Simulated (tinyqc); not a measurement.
Changing the Ge fraction x: composition and strain of an epitaxial Si(1-x)Ge(x) layer from Raman and X-ray peaks. Computed by tinyqc, a small Python program. Command: `OMP_NUM_THREADS=1 python tinyqc.py 3028301 3028302 out.jsonl epiraman sweep`. One thread of a shared host (Intel(R) Xeon(R) Processor @ 2.30GHz), about 0.01 s of CPU time with the checks.

A (001) layer, biaxially strained in the plane. The Raman peaks follow empirical lines omega = w0 + c1 x + c3 x^3 + b eps (c3 for Si-Ge alone), with eps the in-plane strain.

Inputs (values chosen for the exercise, modelled on silicon-germanium):
```
quantity                        value      unit
degree of relaxation R              0         -
lattice constant of Si          5.431  angstrom
lattice constant of Ge          5.658  angstrom
bowing B                        0.028  angstrom
2 C12/C11 of Si                 0.773         -
2 C12/C11 of Ge                 0.757         -
Si-Si: w0                       521.1      1/cm
Si-Si: c1                       -67.1      1/cm
Si-Si: strain coefficient b      -731      1/cm
Si-Ge: w0                       400.1      1/cm
Si-Ge: c1                        25.7      1/cm
Si-Ge: c3                       -35.1      1/cm
Si-Ge: strain coefficient b      -566      1/cm
Ge-Ge: w0                       280.6      1/cm
Ge-Ge: c1                        18.8      1/cm
Ge-Ge: strain coefficient b      -422      1/cm
X-ray wavelength             1.540598  angstrom
```

Substrate: germanium.

Method:
- Relaxed lattice constant a(x) = a_Si + (a_Ge - a_Si) x - B x (1 - x).
- In-plane constant a_par = a_sub + R (a(x) - a_sub); eps = a_par/a(x) - 1; eps_perp = -(2 C12/C11) eps with 2 C12/C11 linear in x; a_perp = a(x) (1 + eps_perp).
- Insert x and eps in the three lines; the strain part is b eps.
- Bragg angle theta = arcsin(2 lambda/a) for (004), for the substrate with a_sub and the layer with a_perp; separation in arc seconds.

One run for each value; columns: (1) Ge fraction x; (2) Si-Si peak (1/cm); (3) Si-Ge peak (1/cm); (4) Ge-Ge peak (1/cm); (5) in-plane strain eps (per mille); (6) separation, layer less substrate (arcsec):
```
(1)      (2)     (3)     (4)     (5)     (6)
0.08  487.43  380.22  265.77  38.718  9619.1
0.18  483.58  384.82  269.30  34.799  8595.7
0.29  479.42  389.49  273.22  30.401  7461.4
0.40  475.32  393.47  277.18  25.914  6319.3
0.50  471.64  396.25  280.82  21.761  5275.3
0.60  468.02  398.01  284.48  17.538  4226.5
0.82  460.22  397.28  292.63   8.016  1906.6
0.92  456.75  394.38  296.38   3.587   848.0
```

Give the missing row, Ge fraction x = 0.71.

Computed row; columns: (1) Ge fraction x; (2) Si-Si peak (1/cm); (3) Si-Ge peak (1/cm); (4) Ge-Ge peak (1/cm); (5) in-plane strain eps (per mille); (6) separation, layer less substrate (arcsec):
```
(1)      (2)     (3)     (4)     (5)     (6)
0.71  464.09  398.53  288.54  12.816  3068.4
```

Interpolating between the two neighbouring rows (the first column on a logarithmic scale, the others too where they are positive) misses most in separation, layer less substrate (arcsec), by 10 %. Over the rows, Si-Si peak (1/cm) falls from 487 to 457 (exponent d ln y / d ln x -0.0098 between the first rows and -0.066 between the last); Si-Ge peak (1/cm) goes from 380 through a maximum among these rows, 399 at 0.710, to 394; Ge-Ge peak (1/cm) rises from 266 to 296 (exponent d ln y / d ln x 0.016 between the first rows and 0.11 between the last). Composition and strain both change with x. The Si-Si peak moves by -36.5 per cm per unit x on average, against c1 = -67.1 without strain: eps moves towards compression as x grows, which offsets part of the fall, in proportion to 1 - R.

Caution (rows 0.0800, 0.180, 0.290, 0.400, 0.500): strains above 2 % survive only in layers a few nanometres thick, and the linear relations lose accuracy. Caution (rows 0.0800, 0.180, 0.820, 0.920): near either end one of the like-atom peaks is weak, since its intensity follows the number of such bonds.

Extremes, crossings and ranges named in words are read from the listed rows.
